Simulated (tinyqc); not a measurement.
Six-transistor SRAM cell, nodal equations and margins: two steps of the calculation.

Two cross-coupled inverters (pull-down bn, pull-up bp) hold the nodes Q and QB; access transistors (ba, threshold VTn, gate on the word line at Vdd when selected) join them to the bit lines. Transistor (EKV form, voltages against the body): I = 2 n b Vt^2 [F(vp - Vs) - F(vp - Vd)] from drain to source, F(v) = ln^2(1 + exp(v/(2 Vt))), vp = (Vg - VT + sg |Vd - Vs|)/n. n-channel bodies are at 0; for the p-channel device all voltages are counted down from Vdd. b in uA/V^2 gives I in uA. For an access transistor the bit line is the drain and the node the source. In a read both bit lines are at Vdd. The cell is symmetric (no mismatch).

Inputs (values chosen for the exercise):
```
symbol  value    unit                                  meaning
T         300       K                              temperature
Vdd       0.6       V                           supply voltage
n        1.42                                     slope factor
sg      0.043                   drain-induced barrier lowering
VTn      0.42       V                      n-channel threshold
VTp      0.38       V          p-channel threshold (magnitude)
bn        470  uA/V^2  gain factor of the pull-down transistor
ba        240  uA/V^2     gain factor of the access transistor
bp        190  uA/V^2    gain factor of the pull-up transistor
```

Constants: q = 1.602176634e-19 C, kB = 1.380649e-23 J/K, Vt = kB T/q. Results are converted to the units shown.

Problem 1. Node voltages in a read by Newton steps. F1 = In(gate QB, drain Q) - Ip(gate QB, drain Q) - Ia(bit line, Q), F2 the same with Q and QB exchanged; J by central differences with +/- 1e-6 V; solve J d = -F, limit each component to +/- 0.15 V and add.

(Q, QB) after iteration 1 (V): Q 0.02881112, QB 0.59999915

Wanted: F1, F2; J; (Q, QB) after iteration 2.

Solution 1.

F1, F2 (uA): [-0.4217, 0.0000]

J (uS):

|  | Q | QB |
|---|---|---|
| F1 | 100.4 | 13.7 |
| F2 | 0.0 | 34.8 |

(Q, QB) after iteration 2 (V): Q 0.0330, QB 0.6000

Problem 2. The largest square in the read butterfly. f(x) is the node voltage of one half-cell in a read for input x (In - Ip - Ia = 0). Static noise margin: side of the largest square between the curve (x, f(x)) and its mirror image (f(y), y); with h(c) the root x of f(x) - x = c, it is the maximum over c > 0 of h(c) - h(-c) + c.

| point | c (V) |
|---|---|
| 0 | 0.091 |
| 1 | 0.15 |
| 2 | 0.21 |
| 3 | 0.26 |
| 4 | 0.3 |
| 5 | 0.33 |
| 6 | 0.36 |

Find: h(c); h(-c); side.

Solution 2.

| point | h(c) (V) | h(-c) (V) | side (V) |
|---|---|---|---|
| 0 | 0.2973 | 0.3123 | 0.0759 |
| 1 | 0.2948 | 0.3337 | 0.1111 |
| 2 | 0.2917 | 0.3648 | 0.1369 |
| 3 | 0.2868 | 0.3931 | 0.1537 |
| 4 | 0.2763 | 0.4161 | 0.1602 |
| 5 | 0.2604 | 0.4336 | 0.1568 |
| 6 | 0.2369 | 0.4513 | 0.1455 |

The maximum over c is 160.2 mV, the read margin; with the word line off (no Ia) the same construction gives 253.4 mV.

Numbers from tinyqc (`OMP_NUM_THREADS=1 python tinyqc.py 2340035 2340036 out.jsonl`; about 0.1 s on one thread of a shared Intel Xeon 2.30GHz).
